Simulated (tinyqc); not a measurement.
Schottky barrier on an n-type semiconductor, non-linear Poisson equation by Newton steps: one step of the calculation.

One dimension, metal at x = 0, donor density C(x) = Nd, uniform. Energies are counted from the electron Fermi level of the semiconductor and the conduction-band edge is Ec = -psi, so n = Nc exp(psi/Vt); holes follow the Fermi level of the metal, at -V, so p = Nv exp((V - psi - Eg)/Vt). Ends: psi(0) = V - phiB and psi = Vt ln(Nd/Nc) deep inside. Boltzmann statistics, full ionisation, no current, no image force in the Poisson equation.

Task. Newton step. Solve the tridiagonal system a_(i-1) d_(i-1) + b_i d_i + a_i d_(i+1) = -F_i for nodes 1 to 11, with d = 0 on fixed nodes. If the largest |d| exceeds 4 Vt, the whole step is scaled down so that it equals 4 Vt.

Values chosen for this exercise: temperature T = 325 K.

Constants: q = 1.602176634e-19 C, kB = 1.380649e-23 J/K, Vt = kB T/q. Results are converted to the units shown.

coupling a_i, interval 0 to 11 (F/cm^2): [7.9687690e-7, 7.0954793e-7, 6.2784241e-7, 5.5996755e-7, 4.9566506e-7, 4.4082552e-7, 3.9843845e-7, 3.4531332e-7, 3.0468823e-7, 2.7998378e-7, 2.4091627e-7, 2.1582083e-7]

```
node  diagonal b (F/cm^2)  residual F (C/cm^2)
1           -1.5064339e-6       -1.2342640e-15
2           -1.3375549e-6       -1.0906590e-13
3           -1.1902458e-6       -4.4694357e-12
4           -1.0798395e-6       -9.6194716e-11
5           -1.0706499e-6       -8.7528801e-10
6           -1.1970341e-6        -1.3785559e-9
7           -1.2999534e-6       -1.7139226e-10
8           -1.3555162e-6       -1.4019510e-11
9           -1.3901821e-6       -8.1069841e-13
10          -1.4346735e-6       -3.6749078e-14
11          -1.4976328e-6       -1.0818342e-15
```

psi after iteration 1, node 0 to 12 (V): [-0.56000000, -0.47954564, -0.40165314, -0.32948946, -0.26849320, -0.22388136, -0.19945622, -0.19055410, -0.18763401, -0.18682879, -0.18663946, -0.18659965, -0.18659202]

Wanted: Newton step d, before damping; psi after iteration 2.

Result.

Newton step d, before damping, node 1 to 11 (in units of 1e-3 V): [-0.4659, -0.9891, -1.5804, -2.2424, -2.9056, -2.5502, -0.9868, -0.2760, -0.0637, -0.0128, -0.0021]
psi after iteration 2, node 0 to 12 (V): [-0.56000, -0.48001, -0.40264, -0.33107, -0.27074, -0.22679, -0.20201, -0.19154, -0.18791, -0.18689, -0.18665, -0.18660, -0.18659]

Computed by the program tinyqc: `OMP_NUM_THREADS=1 python tinyqc.py 2020060 2020061 out.jsonl`, one thread of a shared Intel Xeon 2.30GHz, about 0.05 s for the whole run.
